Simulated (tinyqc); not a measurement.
Two-band k.p model of the Delta valleys near the X point under shear strain, step by step. Values are carried at full precision from step to step, so a last printed digit may differ when a step is redone from the rounded ones.

Constants: hbar^2/2m0 = 3.80998211 eV angstrom^2.

Values chosen for the exercise (near those of Si; the results hold for these values, not for the real material): a = 5.427 angstrom (lattice constant); ml = 0.907 m0 (longitudinal mass); mt = 0.204 m0 (transverse mass); kx0 = 0.154 2 pi/a (distance of the minimum from X); D = 15.3 eV (shear deformation potential); Mp = 0.238 m0 (coupling mass); exy = -0.0022 (shear strain); k = (-0.067, 0.066, 0.141) 1/angstrom (wave vector from X).

## Scales

k0 = kx0 2 pi/a; Delta = 2 c k0^2/ml with c = hbar^2/2m0, half the splitting of the two bands at k0; eta = D exy/Delta measures the shear coupling against it.

k0 = 0.17830 1/angstrom
Delta = 0.26707 eV
eta = -0.1260
splitting of the two bands at X, 2 |D exy| = 0.0673 eV

## The Hamiltonian at one k

Valley pair on the [001] axis, kz counted from the X point, c = hbar^2/2m0, k0 = kx0 2 pi/a. H = (c kz^2/ml + c (kx^2 + ky^2)/mt + c k0^2/ml) 1 + (2 c k0 kz/ml) sigma_z + (D exy - 2 c kx ky/Mp) sigma_x, so E = c kz^2/ml + c (kx^2 + ky^2)/mt + c k0^2/ml -/+ sqrt((2 c k0 kz/ml)^2 + (D exy - 2 c kx ky/Mp)^2). Without strain the lower band has its minima, E = 0, at kz = +/- k0. Shifts from diagonal strain are left out.

Fill in the 2 x 2 matrix (sigma_z diagonal) and give its levels.

H(k) (eV):
```
[[0.5934, 0.1079],
 [0.1079, 0.1710]]
```

levels (eV): [0.1451, 0.6194]

## Position, depth and masses of the minimum

For |eta| < 1: k_min = k0 sqrt(1 - eta^2), E_min = -Delta eta^2/2, ml(eta) = ml/(1 - eta^2), 1/m[110] = 1/mt + eta/Mp, 1/m[1-10] = 1/mt - eta/Mp. For |eta| > 1 the minimum sits at X: E_min = -Delta (2 |eta| - 1)/2, ml(eta) = ml/(1 - 1/|eta|), and eta is replaced by its sign in the transverse masses.

k_min = 0.1769 1/angstrom
E_min = -2.12 meV
ml(eta) = 0.922 m0

masses along [110] and [1-10] (m0): [0.2287, 0.1841]

The minimum has moved 0.8 % of the way to X; electrons are lighter along [1-10] (-9.7 % against mt) and heavier across (+12.1 %).

## The two bands along kz

kx = ky = 0, kz from 0 to 1.6 k0 in steps of 0.2 k0, with and without the strain.

Levels (eV):
```
kz/k0  kz (1/angstrom)    lower   upper  lower, no strain  upper, no strain
0.0             0.0000   0.0999  0.1672            0.1335            0.1335
0.2             0.0357   0.0757  0.2020            0.0855            0.1923
0.4             0.0713   0.0429  0.2669            0.0481            0.2617
0.6             0.1070   0.0179  0.3453            0.0214            0.3419
0.8             0.1426   0.0027  0.4353            0.0053            0.4327
1.0             0.1783  -0.0021  0.5363            0.0000            0.5341
1.2             0.2140   0.0036  0.6481            0.0053            0.6463
1.4             0.2496   0.0199  0.7707            0.0214            0.7692
1.6             0.2853   0.0467  0.9040            0.0481            0.9027
```

## Checks

- Depth of the minimum by numerical search against the closed form (eV): both -0.002121.
- Mass along [110] by finite differences against the closed form: both 0.2287.

(tinyqc, `OMP_NUM_THREADS=1 python tinyqc.py 1050224 1050225 out.jsonl`, Intel(R) Xeon(R) Processor @ 2.30GHz, 1 thread, shared host, about 0.01 s.)
